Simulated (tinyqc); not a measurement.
# Thermoelectric coefficients of a parabolic band, Landauer integrals: two studies

Bulk parabolic band, x = (E - Ec)/kB T, C = hbar^2/(2 m0), kB T in eV. Modes per area gv m kB T x/(4 pi C) times the back-scattering length l0 x^rr give the transport function s0 X(x), s0 = (2 q^2/h) gv m kB T l0/(4 pi C), X = x^(1 + rr). I_k = int X (x - eta)^k w dx, w = 1/(4 cosh^2((x - eta)/2)).

Values chosen for this exercise:
```
symbol  value     unit                             meaning
T         500        K                         temperature
m         0.7       m0                  mass of one valley
gv          3                                      valleys
l0        2.2       nm     back-scattering length at x = 1
rr          1               energy exponent of that length
kL       0.52  W/(m K)        lattice thermal conductivity
eta      -2.3           reduced Fermi level (EF - Ec)/kB T
```

Constants: q = 1.602176634e-19 C, kB = 1.380649e-23 J/K, hbar = 1.054571817e-34 J s, h = 6.62607015e-34 J s, m0 = 9.1093837015e-31 kg, Vt = kB T/q, hbar^2/(2 m0) = 0.0380998212 eV nm^2. Results are converted to the units shown.

Each table varies one quantity; the others keep the values above.

## Effect of the scattering exponent

sigma = s0 I_0, S = -(kB/q) I_1/I_0, Lorenz number L = (kB/q)^2 [I_2/I_0 - (I_1/I_0)^2], kappa_e = L sigma T. Power factor S^2 sigma, ZT = S^2 sigma T/(kappa_e + kL). The integrals are converged.

Effect of the scattering exponent:
```
rr,sigma (S/cm),S (uV/K),kappa_e (W/(m K)),power factor (mW/(m K^2)),ZT,L (1e-8 V^2/K^2)
-0.5,26.747,-331.87,0.015274,0.29459,0.27518,1.1421
0,30.779,-374.71,0.023129,0.43215,0.39784,1.5029
0.5,41.491,-417.32,0.038676,0.72257,0.64668,1.8643
1,63.044,-459.85,0.070225,1.3332,1.1294,2.2278
1.5,105.50,-502.40,0.13681,2.6629,2.0271,2.5936
2,191.43,-545.00,0.28345,5.6857,3.5383,2.9614
2.5,372.43,-587.66,0.62026,12.861,5.6397,3.3309
```

What does the comparison show, and why?

|S| rises from 332 to 588 uV/K, on average 85.3 uV/K for each unit of rr (kB/q = 86.2 uV/K in the non-degenerate limit), since a length that grows with energy favours hot carriers. The Lorenz number rises from 1.14 to 3.33 (1e-8 V^2/K^2). l0 is held fixed, so sigma changes too.

## Best figure of merit against the lattice conductivity

Same model as above.

For each row eta is chosen to maximise ZT; B = (kB/q)^2 s0 T/kL.

Best figure of merit against the lattice conductivity:
```
kL (W/(m K)),B,best eta,best ZT,S there (uV/K)
0.12,0.9967,-1.451,3.905,-390.6
0.27,0.4430,-0.811,2.698,-341.0
0.59,0.2027,-0.188,1.810,-296.1
1.3,0.09201,0.459,1.153,-254.2
2.8,0.04272,1.120,0.7100,-217.3
6.1,0.01961,1.842,0.4134,-184.0
13,0.009201,2.612,0.2337,-155.6
29,0.004124,3.524,0.1222,-129.8
```

What does the table show?

As B falls from 0.997 to 0.00412, the best ZT falls from 3.90 to 0.122, as B^(0.46) between the first two rows and B^(0.81) between the last two; the best eta moves from -1.45 to 3.52, towards the optimum of the power factor, since kappa_e matters less when kL is large.

Range of the model: Parabolic bands, elastic scattering and a fixed kL make these model figures, not those of a material.

Program tinyqc, `OMP_NUM_THREADS=1 python tinyqc.py 2800024 2800025 out.jsonl`; Intel Xeon 2.30GHz, shared host, one thread, about 0.07 s.
